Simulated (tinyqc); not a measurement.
Pariser-Parr-Pople SCF with singles CI, for the molecule c1ccc2cccc-2cc1 (SMILES; centres numbered as the heavy atoms are written), step by step. Computed by tinyqc, a small Python program that keeps every step. Settings: charge = 0, gamma = Ohno, start = huckel, damping = 0.5, iteration cap = 57, excitations kept = 4. Command: `OMP_NUM_THREADS=1 python tinyqc.py 21952 21953 out.jsonl` (the two numbers bound the seeds that draw the settings). One thread of a shared host (Intel(R) Xeon(R) Processor @ 2.60GHz), about 0.02 s of CPU time with the checks. Later iterations appear only in the table of the cycle.

## PPP integrals

Centres (angstrom, eV; a flat drawing with bonds scaled to 1.40 angstrom):
```
centre         x         y  core charge z         W  gamma_rr
1C       2.53100   0.00000              1  11.16000  11.13000
2C       1.92400   1.26100              1  11.16000  11.13000
3C       0.55900   1.57300              1  11.16000  11.13000
4C      -0.53600   0.70000              1  11.16000  11.13000
5C      -1.86700   1.13300              1  11.16000  11.13000
6C      -2.69000   0.00000              1  11.16000  11.13000
7C      -1.86700  -1.13300              1  11.16000  11.13000
8C      -0.53600  -0.70000              1  11.16000  11.13000
9C       0.55900  -1.57300              1  11.16000  11.13000
10C      1.92400  -1.26100              1  11.16000  11.13000
```

Resonance integrals (eV):
```
i    j      beta
1    2  -2.39000
2    3  -2.39000
3    4  -2.39000
4    5  -2.39000
5    6  -2.39000
6    7  -2.39000
7    8  -2.39000
8    9  -2.39000
9   10  -2.39000
10   1  -2.39000
8    4  -2.39000
```

Ohno: gamma = 14.399645/sqrt(R^2 + a^2), a = 2 x 14.399645/(gamma_rr + gamma_ss); H_rr = -W_r - sum_(s != r) z_s gamma_rs; H_rs = beta for bonds.

repulsion gamma_rs (eV):
```
           1C        2C        3C        4C        5C        6C        7C        8C
1C   11.13000   7.55535   5.07933   4.23330   3.04930   2.67706   3.04930   4.23330
2C    7.55535  11.13000   7.55327   5.07831   3.59297   2.90603   3.08571   4.23318
3C    5.07933   7.55327  11.13000   7.55266   5.17153   3.75519   3.73271   5.07856
4C    4.23330   5.07831   7.55266  11.13000   7.55485   5.52057   5.51987   7.55386
5C    3.04930   3.59297   5.17153   7.55485  11.13000   7.55280   5.51853   5.51987
6C    2.67706   2.90603   3.75519   5.52057   7.55280  11.13000   7.55280   5.52057
7C    3.04930   3.08571   3.73271   5.51987   5.51853   7.55280  11.13000   7.55485
8C    4.23330   4.23318   5.07856   7.55386   5.51987   5.52057   7.55485  11.13000
9C    5.07933   4.23361   4.23315   5.07856   3.73271   3.75519   5.17153   7.55266
10C   7.55535   5.08016   4.23361   4.23318   3.08571   2.90603   3.59297   5.07831

           9C       10C
1C    5.07933   7.55535
2C    4.23361   5.08016
3C    4.23315   4.23361
4C    5.07856   4.23318
5C    3.73271   3.08571
6C    3.75519   2.90603
7C    5.17153   3.59297
8C    7.55266   5.07831
9C   11.13000   7.55327
10C   7.55327  11.13000
```

core matrix H (eV):
```
            1C         2C         3C         4C         5C         6C         7C         8C
1C   -53.67160   -2.39000    0.00000    0.00000    0.00000    0.00000    0.00000    0.00000
2C    -2.39000  -54.47859   -2.39000    0.00000    0.00000    0.00000    0.00000    0.00000
3C     0.00000   -2.39000  -57.55001   -2.39000    0.00000    0.00000    0.00000    0.00000
4C     0.00000    0.00000   -2.39000  -63.48516   -2.39000    0.00000    0.00000   -2.39000
5C     0.00000    0.00000    0.00000   -2.39000  -55.93827   -2.39000    0.00000    0.00000
6C     0.00000    0.00000    0.00000    0.00000   -2.39000  -53.30624   -2.39000    0.00000
7C     0.00000    0.00000    0.00000    0.00000    0.00000   -2.39000  -55.93827   -2.39000
8C     0.00000    0.00000    0.00000   -2.39000    0.00000    0.00000   -2.39000  -63.48516
9C     0.00000    0.00000    0.00000    0.00000    0.00000    0.00000    0.00000   -2.39000
10C   -2.39000    0.00000    0.00000    0.00000    0.00000    0.00000    0.00000    0.00000

            9C        10C
1C     0.00000   -2.39000
2C     0.00000    0.00000
3C     0.00000    0.00000
4C     0.00000    0.00000
5C     0.00000    0.00000
6C     0.00000    0.00000
7C     0.00000    0.00000
8C    -2.39000    0.00000
9C   -57.55001   -2.39000
10C   -2.39000  -54.47859
```

## Starting guess

pi electrons, sum of z_r less the charge = 10

Orbitals of the Hueckel matrix of the beta values.

P at the start:
```
           1C        2C        3C        4C        5C        6C        7C        8C
1C    0.87000   0.63890   0.14269  -0.21705   0.01714   0.17660   0.01714  -0.21705
2C    0.63890   0.98645   0.66404   0.01119  -0.22688   0.01714   0.18643  -0.06841
3C    0.14269   0.66404   0.85495   0.58580   0.01119  -0.21705  -0.06841   0.17248
4C   -0.21705   0.01119   0.58580   1.02743   0.59563  -0.07436  -0.23100   0.40094
5C    0.01714  -0.22688   0.01119   0.59563   1.17288   0.65604  -0.20064  -0.23100
6C    0.17660   0.01714  -0.21705  -0.07436   0.65604   1.04660   0.65604  -0.07436
7C    0.01714   0.18643  -0.06841  -0.23100  -0.20064   0.65604   1.17288   0.59563
8C   -0.21705  -0.06841   0.17248   0.40094  -0.23100  -0.07436   0.59563   1.02743
9C    0.14269  -0.24219  -0.18485   0.17248  -0.06841  -0.21705   0.01119   0.58580
10C   0.63890   0.02625  -0.24219  -0.06841   0.18643   0.01714  -0.22688   0.01119

           9C       10C
1C    0.14269   0.63890
2C   -0.24219   0.02625
3C   -0.18485  -0.24219
4C    0.17248  -0.06841
5C   -0.06841   0.18643
6C   -0.21705   0.01714
7C    0.01119  -0.22688
8C    0.58580   0.01119
9C    0.85495   0.66404
10C   0.66404   0.98645
```

## Iteration 1: Fock matrix

F_rr = H_rr + P_rr gamma_rr / 2 + sum_(s != r) P_ss gamma_rs; F_rs = H_rs - P_rs gamma_rs / 2; E = tr P (H + F) / 2 + core repulsion sum_(r<s) z_r z_s gamma_rs.

F (eV):
```
           1C        2C        3C        4C        5C        6C        7C        8C
1C   -6.58551  -4.80355  -0.36239   0.45942  -0.02613  -0.23638  -0.02613   0.45942
2C   -4.80355  -6.88578  -4.89783  -0.02841   0.40759  -0.02491  -0.28764   0.14479
3C   -0.36239  -4.89783  -5.77552  -4.60217  -0.02893   0.40753   0.12767  -0.43798
4C    0.45942  -0.02841  -4.60217  -5.22631  -4.63995   0.20525   0.63754  -3.90434
5C   -0.02613   0.40759  -0.02893  -4.63995  -4.74684  -4.86747   0.55361   0.63754
6C   -0.23638  -0.02491   0.40753   0.20525  -4.86747  -3.93759  -4.86747   0.20525
7C   -0.02613  -0.28764   0.12767   0.63754   0.55361  -4.86747  -4.74684  -4.63995
8C    0.45942   0.14479  -0.43798  -3.90434   0.63754   0.20525  -4.63995  -5.22631
9C   -0.36239   0.51267   0.39126  -0.43798   0.12767   0.40753  -0.02893  -4.60217
10C  -4.80355  -0.06667   0.51267   0.14479  -0.28764  -0.02491   0.40759  -0.02841

           9C       10C
1C   -0.36239  -4.80355
2C    0.51267  -0.06667
3C    0.39126   0.51267
4C   -0.43798   0.14479
5C    0.12767  -0.28764
6C    0.40753  -0.02491
7C   -0.02893   0.40759
8C   -4.60217  -0.02841
9C   -5.77552  -4.89783
10C  -4.89783  -6.88578
```

pi energy = -132.71852 eV

## Iteration 1: orbitals and new P

Diagonalise F (the basis is taken as orthonormal) and form P = 2 sum c c over the lowest orbitals; 0.5 of the old P is kept.

orbital energies (eV): [-15.59437, -13.55111, -12.96249, -9.94738, -8.93999, -2.40579, -1.47956, 1.59984, 3.71511, 3.77372]

P after iteration 1:
```
           1C        2C        3C        4C        5C        6C        7C        8C
1C    0.89070   0.64188   0.11822  -0.22453   0.02672   0.17853   0.02672  -0.22453
2C    0.64188   1.01913   0.65957  -0.00154  -0.22791   0.00935   0.18815  -0.04589
3C    0.11822   0.65957   0.86004   0.59429   0.02058  -0.22146  -0.09213   0.18696
4C   -0.22453  -0.00154   0.59429   1.02159   0.60162  -0.05110  -0.24240   0.36392
5C    0.02672  -0.22791   0.02058   0.60162   1.14821   0.65652  -0.16237  -0.24240
6C    0.17853   0.00935  -0.22146  -0.05110   0.65652   1.01138   0.65652  -0.05110
7C    0.02672   0.18815  -0.09213  -0.24240  -0.16237   0.65652   1.14821   0.60162
8C   -0.22453  -0.04589   0.18696   0.36392  -0.24240  -0.05110   0.60162   1.02159
9C    0.11822  -0.24553  -0.14869   0.18696  -0.09213  -0.22146   0.02058   0.59429
10C   0.64188  -0.00390  -0.24553  -0.04589   0.18815   0.00935  -0.22791  -0.00154

           9C       10C
1C    0.11822   0.64188
2C   -0.24553  -0.00390
3C   -0.14869  -0.24553
4C    0.18696  -0.04589
5C   -0.09213   0.18815
6C   -0.22146   0.00935
7C    0.02058  -0.22791
8C    0.59429  -0.00154
9C    0.86004   0.65957
10C   0.65957   1.01913
```

## Iteration 2: Fock matrix

As before.

F (eV):
```
           1C        2C        3C        4C        5C        6C        7C        8C
1C   -6.21893  -4.81483  -0.30023   0.47525  -0.04074  -0.23897  -0.04074   0.47525
2C   -4.81483  -6.64299  -4.88095   0.00390   0.40943  -0.01359  -0.29029   0.09713
3C   -0.30023  -4.88095  -5.66098  -4.63425  -0.05321   0.41581   0.17195  -0.47474
4C    0.47525   0.00390  -4.63425  -5.36370  -4.66258   0.14106   0.66900  -3.76450
5C   -0.04074   0.40943  -0.05321  -4.66258  -5.03595  -4.86927   0.44801   0.66900
6C   -0.23897  -0.01359   0.41581   0.14106  -4.86927  -4.28717  -4.86927   0.14106
7C   -0.04074  -0.29029   0.17195   0.66900   0.44801  -4.86927  -5.03595  -4.66258
8C    0.47525   0.09713  -0.47474  -3.76450   0.66900   0.14106  -4.66258  -5.36370
9C   -0.30023   0.51973   0.31471  -0.47474   0.17195   0.41581  -0.05321  -4.63425
10C  -4.81483   0.00990   0.51973   0.09713  -0.29029  -0.01359   0.40943   0.00390

           9C       10C
1C   -0.30023  -4.81483
2C    0.51973   0.00990
3C    0.31471   0.51973
4C   -0.47474   0.09713
5C    0.17195  -0.29029
6C    0.41581  -0.01359
7C   -0.05321   0.40943
8C   -4.63425   0.00390
9C   -5.66098  -4.88095
10C  -4.88095  -6.64299
```

pi energy = -132.84683 eV

## Iteration 2: orbitals and new P

As before.

orbital energies (eV): [-15.45003, -13.57513, -12.84150, -10.14828, -9.13471, -2.26180, -1.37553, 1.85319, 3.38047, 3.63999]

P after iteration 2:
```
           1C        2C        3C        4C        5C        6C        7C        8C
1C    0.89823   0.64344   0.10611  -0.22836   0.03044   0.17766   0.03044  -0.22836
2C    0.64344   1.03668   0.65761  -0.00851  -0.22699   0.00633   0.18841  -0.03520
3C    0.10611   0.65761   0.86226   0.59854   0.02501  -0.22238  -0.10211   0.19556
4C   -0.22836  -0.00851   0.59854   1.02006   0.60484  -0.04012  -0.25010   0.34228
5C    0.03044  -0.22699   0.02501   0.60484   1.13487   0.65741  -0.14105  -0.25010
6C    0.17766   0.00633  -0.22238  -0.04012   0.65741   0.99403   0.65741  -0.04012
7C    0.03044   0.18841  -0.10211  -0.25010  -0.14105   0.65741   1.13487   0.60484
8C   -0.22836  -0.03520   0.19556   0.34228  -0.25010  -0.04012   0.60484   1.02006
9C    0.10611  -0.24782  -0.12920   0.19556  -0.10211  -0.22238   0.02501   0.59854
10C   0.64344  -0.01816  -0.24782  -0.03520   0.18841   0.00633  -0.22699  -0.00851

           9C       10C
1C    0.10611   0.64344
2C   -0.24782  -0.01816
3C   -0.12920  -0.24782
4C    0.19556  -0.03520
5C   -0.10211   0.18841
6C   -0.22238   0.00633
7C    0.02501  -0.22699
8C    0.59854  -0.00851
9C    0.86226   0.65761
10C   0.65761   1.03668
```

## Convergence

Stop when output and input P, before any damping, agree to 1e-7.

Course of the cycle:
```
iteration        E (eV)  largest |P(out) - P(in)|
1          -132.7185167                  7.65e-02
2          -132.8468261                  4.33e-02
3          -132.9150400                  2.60e-02
4          -132.9512559                  1.60e-02
5          -132.9704253                  1.01e-02
6          -132.9805456                  6.43e-03
7          -132.9858808                  4.16e-03
8          -132.9886937                  2.72e-03
9          -132.9901798                  1.85e-03
10         -132.9909683                  1.45e-03
11         -132.9913897                  1.16e-03
...                 ...                       ...
47         -132.9919158                  3.40e-06
48         -132.9919158                  2.91e-06
49         -132.9919158                  2.49e-06
50         -132.9919158                  2.13e-06
51         -132.9919158                  1.82e-06
52         -132.9919158                  1.56e-06
53         -132.9919158                  1.33e-06
54         -132.9919158                  1.14e-06
55         -132.9919158                  9.74e-07
56         -132.9919158                  8.33e-07
57         -132.9919158                  7.13e-07
```

Not converged within 57 iterations: the residual falls steadily but slowly, by a factor of about 0.86 a step. Reruns (cap 100 unless said): damping 0: converged in 33 (E = -132.99192); the original settings with a cap of 400: converged in 70 (E = -132.99192).
